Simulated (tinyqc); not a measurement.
Worked calculation: plane-wave Kohn-Sham cycle with exchange-only LDA in a layered model solid. One step of it, computed by the program tinyqc.

Task: Iteration 2: potential. V_H(G) = 4 pi rho(G)/G^2 for G != 0 (uniform background); v_x = -(3 rho/pi)^(1/3); V = V_ext + V_H + v_x; Fourier components f(G_m) = (1/N) sum_j f(x_j) exp(-i G_m x_j).

A solid whose potential varies along x alone (atomic units):
```
parameter,value
period a,8.700000
cross-section of the cell,36.000000
electrons per cell,2
grid points,16
"plane waves -n..n, n",2
k points,1
V1 in V1 cos(2 pi x/a),-0.780000
V2 in V2 cos(4 pi x/a),-0.040000
```

density after iteration 1 (e/bohr^3): 0.00832529  0.00777075  0.00661139  0.00576233  0.00559395  0.00581738  0.00605821  0.00619232  0.00623318  0.00619232  0.00605821  0.00581738  0.00559395  0.00576233  0.00661139  0.00777075

Give: Potentials on the grid; V(G_m), m = 0, 1, 2, ....

Result:

Potentials on the grid (hartree):
```
x,V_ext,V_H,v_x,V
0.000,-0.820,0.023,-0.200,-0.996
0.544,-0.749,0.020,-0.195,-0.924
1.087,-0.552,0.012,-0.185,-0.725
1.631,-0.270,2.23e-03,-0.177,-0.445
2.175,0.040,-5.00e-03,-0.175,-0.140
2.719,0.327,-0.009,-0.177,0.140
3.263,0.552,-0.012,-0.180,0.360
3.806,0.692,-0.013,-0.181,0.499
4.350,0.740,-0.013,-0.181,0.546
4.894,0.692,-0.013,-0.181,0.499
5.438,0.552,-0.012,-0.180,0.360
5.981,0.327,-0.009,-0.177,0.140
6.525,0.040,-5.00e-03,-0.175,-0.140
7.069,-0.270,2.23e-03,-0.177,-0.445
7.612,-0.552,0.012,-0.185,-0.725
8.156,-0.749,0.020,-0.195,-0.924
```

V(G_m), m = 0, 1, 2, ... (hartree): -0.182  -0.385  -0.021  -0.001  0.000
